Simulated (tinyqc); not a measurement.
Worked calculation: model-solid line-up of a strained alloy layer on a substrate. Values are carried at full precision from step to step, so a last printed digit may differ when a step is redone from the rounded ones.

All values of the alloy are linear in x but the gap, Eg(x) = (1 - x) Eg_A + x Eg_B - C x (1 - x), and the valence edge, Ev(x) = (1 - x) Ev_A + x Ev_B + fv C x (1 - x); Ec = Ev + Eg. Ev is the top of the unstrained valence band on a scale common to all materials. In the layer only the Gamma valley of the conduction band is followed, also where an X or L valley would lie lower.

Inputs chosen for the exercise (A near GaAs, B near GaSb, substrate near InP; the results hold for these values, not for the real material):
- a = (5.66, 6.092) angstrom (lattice constant of A, B)
- Eg = (1.505, 0.822) eV (gap at Gamma to the s-like level of A, B)
- Dso = (0.344, 0.767) eV (spin-orbit splitting of A, B)
- Ev = (-0.81, -0.03) eV (top of the unstrained valence band of A, B)
- ac = (-7.06, -7.55) eV (conduction deformation potential of A, B)
- av = (1.16, 0.8) eV (valence hydrostatic potential of A, B)
- b = (-2, -2) eV (tetragonal shear potential of A, B)
- d = (-4.81, -4.69) eV (trigonal shear potential of A, B)
- C11 = (123.3, 89.2) GPa (of A, B)
- C12 = (56, 39.7) GPa (of A, B)
- C44 = (59.5, 43.5) GPa (of A, B)
- C = 1.248 eV (bowing of the gap)
- fv = 0.7 (share of the bowing taken by the valence edge)
- x = 0.37 (fraction of B)
- a_s = 5.876 angstrom (substrate)
- face = 001 (growth face)
- Eg_s = 1.418 eV (lowest gap of the substrate)
- Ev_s = -0.94 eV (substrate valence edge)

## Values of the alloy

Interpolate.

Alloy at x (a in angstrom, C11, C12, C44 in GPa, all else in eV):
```
symbol     value
a         5.8198
Eg        0.9614
Dso       0.5005
Ev       -0.3178
ac       -7.2413
av        1.0268
b        -2.0000
d        -4.7656
C11     110.6830
C12      49.9690
C44      53.5800
```

## Strain on the (001) substrate

Coherent growth on a (001) face: e_par = (a_s - a)/a, e_perp = -2 (C12/C11) e_par; exx = eyy = e_par, ezz = e_perp, no shear.

Use the values of the alloy.

e_par = 0.009650
e_perp = -0.008713

strain tensor in the cubic axes, rows x, y, z and columns alike:
```
[[0.009650, 0.000000, 0.000000],
 [0.000000, 0.009650, 0.000000],
 [0.000000, 0.000000, -0.008713]]
```

The layer is under tension in the plane; its volume changes by +1.059 %.

## Strained band edges

Strained edges: Ec + ac tr(e); the valence edges are Ev plus the levels of the 6 x 6 matrix of X, Y, Z times spin with -Dso/3 + l exx + m (eyy + ezz) on the diagonal (cyclic), n exy off it, l = av + 2 b, m = av - b, n = sqrt(3) d. Spin-orbit term (Dso/3) L.sigma on X, Y, Z with (L_k)_ij = -i epsilon_kij: <X+|H|Y+> = -i Dso/3, <X+|H|Z-> = Dso/3, <Y+|H|Z-> = -i Dso/3, <Z+|H|X-> = -Dso/3, <Z+|H|Y-> = i Dso/3, <X-|H|Y-> = i Dso/3, and their conjugates; + and - are the spin along z.

Give the hydrostatic shifts, the strain block and the edges.

ac tr(e), av tr(e) (eV): [-0.0767, 0.0109]

strain block (eV), rows X, Y, Z and columns alike:
```
[[-0.0259, 0, 0],
 [0, -0.0259, 0],
 [0, 0, 0.0843]]
```

Ec and the three valence edges from the top (eV): [0.5670, -0.2652, -0.3436, -0.8124]

strained gap = 0.8322 eV

Strain moves the gap by -129 meV: -88 meV from the volume and -42 meV from the splitting of the valence edge, which always raises the top.

## Offsets against the substrate material

dEc = Ec(substrate) - Ec(layer), dEv = Ev(layer) - Ev(substrate); positive values confine the carrier in the layer. Type I: both of one sign; type II: opposite signs; type III: the gaps do not overlap.

Give also the smallest gap across the interface, min Ec - max Ev.

dEc = -0.0890 eV
dEv = 0.6748 eV

type: II

smallest gap = 0.7432 eV

Electrons collect in the substrate material and holes in the layer.

## Critical thickness (Matthews-Blakeslee, single layer)

h = K (ln(h/b) + 1) with K = b (1 - nu/4)/(4 pi |e_par| (1 + nu)) for 60-degree dislocations, b = a/sqrt(2) the Burgers vector (not the shear potential of the table), nu = C12/(C11 + C12). Iterate from h = 10 b until h changes by less than 1e-6 of itself.

b (Burgers vector) = 4.1152 angstrom
nu = 0.3110
K = 23.87 angstrom

first iterates (angstrom): [41.2, 78.8, 94.4, 98.7, 99.7, 100.0]

critical thickness = 10.00 nm

Thicker layers can relax, and the strained edges then no longer apply; metastable growth often exceeds this equilibrium value.

## Checks

- Valence edges against the closed form for (001) strain: they agree to 1e-10 or better.

Run: tinyqc, `OMP_NUM_THREADS=1 python tinyqc.py 1080871 1080872 out.jsonl`; Intel(R) Xeon(R) Processor @ 2.30GHz, one thread, shared host; about 0.01 s of CPU time with all checks.
